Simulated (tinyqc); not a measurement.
# Concentration-dependent dopant diffusion with charged defects and the built-in field, step by step

A worked calculation. Computed by tinyqc, a small Python program that keeps every step. Command: `OMP_NUM_THREADS=1 python tinyqc.py 3014923 3014924 out.jsonl extrinsic walk`. One thread of a shared host (Intel(R) Xeon(R) Processor @ 2.30GHz), about 0.08 s of CPU time with the checks. Intermediate numbers are printed to about 5 digits and carried at full precision; extremes and crossings named in words are read from the listed rows.

A constant source C_s feeds a half space. The dopant moves through neutral point defects and through charged ones, whose number grows with the majority carrier density n.

Inputs (values chosen for the exercise, modelled on antimony in silicon):
```
quantity                        value    unit
neutral prefactor D0x           0.217  cm^2/s
neutral activation energy E0     3.67      eV
singly charged prefactor D01     16.5  cm^2/s
activation energy E1             4.07      eV
surface concentration C_s     7.6e+18  1/cm^3
junction level C_B            1.3e+16  1/cm^3
temperature T                    1125       C
time t                           1900       s
```

Field enhancement: on.

Constants: k_B = 8.617333262e-05 eV/K.

## Intrinsic density and partial diffusivities

n_i = 3.87e16 T^1.5 exp(-7014/T) per cm^3 (T in kelvin, an empirical form); each D = prefactor x exp(-E/(k_B T)); the intrinsic diffusivity D_i is their sum. Temperatures in kelvin are T(C) + 273.15.

n_i = 1.3407e+19 1/cm^3

partial diffusivities (cm^2/s): Dx 1.2810e-14, D1 3.5216e-14

intrinsic diffusivity D_i = 4.8027e-14 cm^2/s

## Diffusivity at the surface

n = C/2 + sqrt(C^2/4 + n_i^2); D(C) = h [Dx + D1 (n/n_i)], h = 1 + C/sqrt(C^2 + 4 n_i^2).

n/n_i = 1.3228

field factor h = 1.2727

surface diffusivity D_s = 7.5591e-14 cm^2/s

enhancement D_s/D_i = 1.5739

C_s is 0.567 times n_i: diffusion is extrinsic near the surface.

## Similarity solution

With y = x/sqrt(D_s t), u = C/C_s and q = -(D/D_s) du/dy: du/dy = -q D_s/D, dq/dy = -(y/2) q D_s/D, u(0) = 1. The surface flux q(0) is shot so that u tends to 0 (LSODA, an adaptive multistep solver, relative tolerance 1e-10). Dose Q = 2 q(0) C_s sqrt(D_s t). The junction lies where C = C_B.

surface flux q(0) = 0.52261

dose Q = 9.5200e+13 1/cm^2

junction in units of sqrt(D_s t) = 3.6744

junction depth x_j = 440.34 nm

For a constant D, q(0) = 1/sqrt(pi) = 0.5642; for D proportional to C it tends to 0.444, with the front at y = 1.616.

## Where the concentration falls to given levels

For comparison, erfc profiles with a constant D: x = 2 sqrt(D t) erfc^-1(C/C_s), with D = D_i and D = D_s.

Depth (nm):
```
C/C_s       D/D_s    full  erfc with D_i  erfc with D_s
8.00e-01  0.91927   44.53          34.23          42.94
5.00e-01  0.80509  111.62          91.12         114.31
2.00e-01  0.70000  197.90         173.13         217.20
1.00e-01  0.66712  246.30         222.21         278.77
3.00e-02  0.64476  314.70         293.16         367.79
1.00e-02  0.63848  367.31         347.98         436.56
1.00e-03  0.63566  460.53         444.53         557.69
1.00e-04  0.63538  539.45         525.59         659.39
```

The depth between C/C_s = 0.1 and 1e-4 spans 293 nm in the full profile, against 303 nm for D_i and 381 nm for D_s; the ratio of the depths at 1e-4 and at 0.5 is 4.83, against 5.77 for any erfc. The profile is moderately steepened.

Checks made by the program: dose from the flux against the area under the profile (relative difference 2e-07).
